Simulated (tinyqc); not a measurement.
Worked calculation: Penn model of the dielectric constant and Phillips ionicity. Values are carried at full precision from step to step, so a last printed digit may differ when a step is redone from the rounded ones.

n = 32/a^3; Ep^2 = 8 pi c e2 n with c = hbar^2/2m0, e2 = e^2/(4 pi eps0); EF = c (3 pi^2 n)^(2/3); eps = 1 + (Ep/Eg)^2 S with S = 1 - Eg/(4 EF) + (Eg/(4 EF))^2/3, Eg the Penn gap. Core d shells are left out.

Constants: hbar^2/2m0 = 3.80998211 eV angstrom^2; e^2/(4 pi eps0) = 14.39964547 eV angstrom.

Values chosen for the exercise (out of a larger set: near those of GaSb; not measured data): a = 6.099 angstrom (cubic lattice constant, 32 valence electrons a cell); ei = 14.2 (high-frequency dielectric constant).

## Valence electron gas

Evaluate n, Ep and EF.

n = 0.14105 1/angstrom^3
Ep = 13.946 eV
EF = 9.881 eV

## Penn gap from the dielectric constant

Start with S = 1 and repeat Eg = Ep sqrt(S/(ei - 1)) until Eg changes by less than 1e-6 eV.

Iterations:
```
step  Eg in (eV)       S  Eg out (eV)
1         3.8385  0.9060       3.6537
2         3.6537  0.9104       3.6625
3         3.6625  0.9102       3.6621
4         3.6621  0.9102       3.6621
5         3.6621  0.9102       3.6621
```

Penn gap Eg = 3.662 eV

The factor S lowers the gap by 0.176 eV from the first estimate. The Penn gap is a mean bonding-antibonding separation, near the main peak of eps2, not the smallest gap.

## Homopolar and ionic parts

Phillips: bond length d = sqrt(3) a/4; homopolar gap Eh = 39.74 d^(-2.48) eV (d in angstrom); Eg^2 = Eh^2 + C^2; ionicity fi = C^2/Eg^2.

Split the gap; where Eg is below Eh or within 3 % of it, C is taken as zero.

d = 2.6409 angstrom
Eh = 3.575 eV
C = 0.00 eV
fi = 0.000

Eg/Eh = 1.024: the bond is covalent within the accuracy of the rule, which is wrong for a compound; the filled d shells, left out here, raise Ep and with it Eg.

## Checks

- Penn gap by iteration against bisection (eV): both 3.662.

Computed by tinyqc, a small Python program: `OMP_NUM_THREADS=1 python tinyqc.py 1682069 1682070 out.jsonl` (the numbers bound the seed that draws the inputs); one thread of a shared host (Intel(R) Xeon(R) Processor @ 2.30GHz), about 0.01 s for the whole set of steps.
